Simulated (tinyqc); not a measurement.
Worked calculation: CIS on RHF in the sto-3g basis, frozen core, for BeH2, spin multiplicity 1. One step of it, computed by the program tinyqc.

Task: CIS matrix, singlets. A(ia,jb) = (e_a - e_i) d_ij d_ab + 2 (ia|jb) - (ij|ab).

orbital energies (hartree): MO1 -4.518694, MO2 -0.461911, MO3 -0.426381, MO4 0.210608, MO5 0.211213, MO6 0.474676, MO7 0.975244

Two-electron integrals over orbitals (pq|rs), unique and non-zero (hartree); the lowest 1 orbital is frozen and left out:
```
(22|22) 0.401438    (32|32) 0.164856    (33|22) 0.414771    (33|33) 0.437851
(42|22) 0.003849    (42|33) 0.003575    (42|42) 0.049695    (43|32) 0.003761
(43|43) 0.015044    (44|22) 0.370768    (44|33) 0.358745    (44|42) -0.008183
(44|44) 0.450340    (52|52) 0.049720    (53|53) 0.014906    (54|52) -0.002961
(54|54) 0.024409    (55|22) 0.371052    (55|33) 0.358845    (55|42) -0.002298
(55|44) 0.401284    (55|55) 0.449859    (62|22) -0.025735   (62|33) -0.048556
(62|42) -0.000792   (62|44) 0.049887    (62|55) 0.050410    (62|62) 0.077170
(63|32) -0.095092   (63|43) -0.003070   (63|63) 0.083177    (64|22) 0.001556
(64|33) -0.000598   (64|42) 0.046775    (64|44) -0.002394   (64|55) 0.001745
(64|62) 0.006553    (64|64) 0.050293    (65|52) 0.047409    (65|54) -0.002098
(65|65) 0.050862    (66|22) 0.399617    (66|33) 0.410422    (66|42) 0.008725
(66|44) 0.368156    (66|55) 0.368963    (66|62) -0.035381   (66|64) 0.005750
(66|66) 0.414773    (72|32) -0.044994   (72|43) -0.003766   (72|63) 0.061043
(72|72) 0.056539    (73|22) -0.006914   (73|33) -0.021910   (73|42) -0.005495
(73|44) 0.057825    (73|55) 0.057773    (73|62) 0.072221    (73|64) 0.002084
(73|66) -0.027510   (73|73) 0.081945    (74|32) -0.009372   (74|43) 0.013616
(74|63) 0.005468    (74|72) 0.001354    (74|74) 0.017077    (75|53) 0.013802
(75|75) 0.016468    (76|32) 0.142718    (76|43) 0.004318    (76|63) -0.095718
(76|72) -0.056713   (76|74) -0.008105   (76|76) 0.140580    (77|22) 0.431218
(77|33) 0.450211    (77|42) 0.000692    (77|44) 0.392724    (77|55) 0.392498
(77|62) -0.038869   (77|64) -0.002552   (77|66) 0.438497    (77|73) -0.013021
(77|77) 0.492555
```

Give: CIS matrix A, singlet.

Result:

CIS matrix A, singlet (hartree):
```
         2>4     2>5      2>6      2>7      3>4     3>5      3>6      3>7
2>4   0.4011  0.0000  -0.0031   0.0000   0.0000  0.0000   0.0000  -0.0016
2>5   0.0000  0.4015   0.0000   0.0000   0.0000  0.0000   0.0000   0.0000
2>6  -0.0031  0.0000   0.6913   0.0000   0.0000  0.0000   0.0000   0.0017
2>7   0.0000  0.0000   0.0000   1.1190   0.0018  0.0000  -0.0206   0.0000
3>4   0.0000  0.0000   0.0000   0.0018   0.3083  0.0000  -0.0055   0.0000
3>5   0.0000  0.0000   0.0000   0.0000   0.0000  0.3086   0.0000   0.0000
3>6   0.0000  0.0000   0.0000  -0.0206  -0.0055  0.0000   0.6570   0.0000
3>7  -0.0016  0.0000   0.0017   0.0000   0.0000  0.0000   0.0000   1.1153
```
